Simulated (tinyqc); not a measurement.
# From exact correction back to edge of the cubic cell L

Model: correction of a charged-defect supercell by a model charge and potential alignment (plane-averaged potentials). Computed by tinyqc, a small Python program. Command: `OMP_NUM_THREADS=1 python tinyqc.py 3112052 3112053 out.jsonl align inv`. One thread of a shared host (Intel(R) Xeon(R) Processor @ 2.30GHz), about 0.03 s of CPU time with the checks.

The "true" defect charge is (1 - x) q in a Gaussian of width sigma plus x q in one of width sigma_t, so the exact answer is known; the correction sees only a single model Gaussian of width sigma_m. A Gaussian of width s has the transform rho(G) = exp(-G^2 s^2/2), normalised to 1. A uniform background cancels q, so G = 0 is left out. Potentials are those felt by a unit positive charge. E_0 is the formation energy of the isolated defect, E_cell its value in the supercell, E_lat = E_iso - E_per of the model charge, C the true less the model potential far from the defect; the exact correction is E_0 - E_cell, and the error of a scheme is E_cell plus its correction less E_0.

Inputs (values chosen for the exercise, with screening close to that of diamond):
```
quantity                                     value      unit
defect charge q                                  2         e
dielectric constant eps                       5.53         -
width sigma of the true defect charge         0.85  angstrom
share x of the charge in a wide tail             0         -
width sigma_t of the tail                      1.6  angstrom
formation energy of the isolated defect E_0   4.11        eV
```

Constants: e^2/(4 pi eps_0) = 14.39964548 eV angstrom.

Method. Periodic energy E_per = (2 pi q^2/(eps L^3)) (e^2/(4 pi eps_0)) sum_(G != 0) rho(G)^2/G^2, G = (2 pi/L)(n1, n2, n3), |n_i| <= 16. Isolated energy: two Gaussians of charges q_a, q_b and widths a, b interact by q_a q_b (e^2/(4 pi eps_0 eps)) sqrt(2/pi)/sqrt(a^2 + b^2), and the self-energy is half the sum over pairs. Supercell value E_cell = E_0 + E_per - E_iso for the true charge.

Question. A run gave the result below. Find the edge of the cubic cell L, known to lie between 8.2 and 12 angstrom.

exact correction = 1.373788 eV

Answer.

Each step takes the trial c = (a f_b - b f_a)/(f_b - f_a), f being the result less the target and a, b, c the logarithms of the listed values; c replaces end b, the old b replaces a if the sign of f changed, and otherwise f_a is halved.

Scan of the range:
```
edge of the cubic cell L (angstrom)  exact correction (eV)
8.20                                               1.71621
8.74                                               1.61981
9.31                                               1.52853
9.92                                               1.44110
10.60                                              1.35428
11.30                                              1.27486
12.00                                              1.20398
```

False position (Illinois rule, in the logarithm of the input) inside the bracket:
```
step    end a    end b    trial  exact correction (eV)
1      9.9200  10.6000  10.4432                1.37339
2      9.9200  10.4432  10.4369                1.37417
3     10.4432  10.4369  10.4400                1.37379
4     10.4369  10.4400  10.4400                1.37379
```

Exact correction falls at every point of a 13-point scan of the range (every second point is shown), so one value fits; it is bracketed by 9.92 and 10.6. Answer: edge of the cubic cell L = 10.44 angstrom.
